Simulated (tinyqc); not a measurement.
One-dimensional ballistic tunnel FET, two-band WKB: one step of the calculation.

A p-type source for x < 0 with its Fermi level at 0 and its valence edge at ds; in the channel the bands fall as D exp(-x/lam) towards their flat values, with the conduction edge at Ec = ds - dP and D = dP + Eg. The gate moves dP one to one. The drain Fermi level lies at -Vd and the drain side reflects nothing. For w = E - Ec between 0 and dP an electron crosses the gap. Two-band dispersion with equal masses m: inside the gap kappa = sqrt(m u (1 - u/Eg)/C), u the distance from a band edge, C = hbar^2/(2 m0).

Task. Current on a coarse grid. S(w) = 2 lam int_0^Eg kappa(u) du/(w + Eg - u) = 2 pi lam sqrt(m/(C Eg)) [w + Eg/2 - sqrt(w (w + Eg))], T(w) = exp(-S). I = g (2 q^2/h) int_0^dP T(w) [f(E) - f(E + Vd)] dw, E = ds - dP + w, f(x) = 1/(1 + exp(x/Vt)). Simpson's rule on nE equally spaced points.

Parameters, values chosen for the exercise; band and dielectric values close to those of germanium:
```
symbol,value,unit,meaning
T,300,K,temperature
Eg,0.653,eV,band gap
m,0.041,m0,band-edge mass of the two-band model
lam,3.2,nm,screening length of the source junction
ds,0.1,eV,source valence edge above the source Fermi level
Vd,0.2,V,drain bias
g,1,,number of degenerate subbands (spin apart)
dP,0.35,eV,tunnelling window Ev(source) - Ec(channel)
nE,11,,points of the energy grid
```

Constants: q = 1.602176634e-19 C, kB = 1.380649e-23 J/K, hbar = 1.054571817e-34 J s, h = 6.62607015e-34 J s, m0 = 9.1093837015e-31 kg, Vt = kB T/q, hbar^2/(2 m0) = 0.0380998212 eV nm^2. Results are converted to the units shown.

Give: w; T(w); difference of the f; I.

Result.

w, point 0 to 10 (eV): [0.0000, 0.0350, 0.0700, 0.1050, 0.1400, 0.1750, 0.2100, 0.2450, 0.2800, 0.3150, 0.3500]
T(w), point 0 to 10: [2.188e-4, 0.004866, 0.01195, 0.02116, 0.03204, 0.04420, 0.05729, 0.07106, 0.08527, 0.09976, 0.1144]
difference of the f, point 0 to 10: [0.1262, 0.3586, 0.6834, 0.8899, 0.9562, 0.9400, 0.8225, 0.5477, 0.2384, 0.07483, 0.02046]
I = 0.5866 uA

Range of the model: The two-band model describes a direct gap; phonon-assisted tunnelling across an indirect gap is left out.

Numbers from tinyqc (`OMP_NUM_THREADS=1 python tinyqc.py 2620149 2620150 out.jsonl`; about 0.02 s on one thread of a shared Intel Xeon 2.30GHz).
